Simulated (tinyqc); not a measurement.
Admittance spectroscopy and thermally stimulated current of one trap level in a depletion layer: one step, computed by the program tinyqc. Command: `OMP_NUM_THREADS=1 python tinyqc.py 3110386 3110387 out.jsonl admit walk`. One thread of a shared host (Intel(R) Xeon(R) Processor @ 2.30GHz), about 0.01 s of CPU time with the checks.

A Schottky junction on n-type material holds one donor-like electron trap; shallow donors are fully ionised and abrupt depletion edges are assumed.

Question. The capacitance step. With E_c - E_F = k_B T_p ln(N_c/N): lambda = sqrt(2 eps eps_0 (E_t - (E_c - E_F))/(e^2 N)); traps are empty and charged for x < x_t = w - lambda, and V_b = e (N w^2 + N_t x_t^2)/(2 eps eps_0). High frequency: C_hf = eps eps_0/w. Low frequency: C_lf = eps eps_0 (N + N_t)/(N w + N_t x_t).

Inputs (values chosen for the exercise, modelled on n-type silicon):

| quantity | value | unit |
|---|---|---|
| dielectric constant eps | 11.7 | - |
| shallow doping N | 1e+15 | 1/cm^3 |
| trap density N_t | 1.4e+14 | 1/cm^3 |
| trap depth E_t below the band | 0.428 | eV |
| band bending V_b | 0.87 | V |

E_c - E_F = k_B T_p ln(N_c/N) = 0.3566182 eV

Constants: eps_0 = 8.8541878128e-12 F/m; e = 1.602176634e-19 C.

Give: lambda; depletion width w; crossing point x_t; C_hf; C_lf; step (C_lf - C_hf)/C_hf; small-N_t estimate (N_t/N)(lambda/w).

Answer.

lambda = 303.8 nm

depletion width w = 1026 nm

crossing point x_t = 721.9 nm

C_hf = 10.10 nF/cm^2

C_lf = 10.48 nF/cm^2

step (C_lf - C_hf)/C_hf = 0.03775

small-N_t estimate (N_t/N)(lambda/w) = 0.04147

Reading N_t/N straight from the step would give 0.0377 against the true 0.140: the factor lambda/w must be known.
